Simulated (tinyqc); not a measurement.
Nudged elastic band on a two-dimensional model surface: one step, computed by the program tinyqc.

V(x, y) = h u^2 + t x + (kappa/2)(y + c u)^2 with u = x^2/w^2 - 1; the path runs from the minimum near (-w, 0) to that near (w, 0).

Problem. Stationary points. Newton steps x(new) = x - H^-1 grad V (moves limited to 0.3 angstrom) from (-w, 0), (w, 0) and (0, c) give the two minima and the saddle.

Inputs (values chosen for the exercise, for a model surface):

| quantity | value | unit |
|---|---|---|
| height h | 1.1 | eV |
| half width w | 1.4 | angstrom |
| transverse stiffness kappa | 1.9 | eV/angstrom^2 |
| curvature c | 0.5 | angstrom |
| tilt t | 0.24 | eV/angstrom |

Surface: curved double well. Climbing image: on.

Give: positions; energies; barrier from the start.

Solution.

positions (angstrom):
```
              x        y
start   -1.4507  -0.0368
end      1.3431   0.0398
saddle   0.1075   0.4970
```

energies (eV): start -0.3422, end 0.3293, saddle 1.1129

barrier from the start = 1.4551 eV
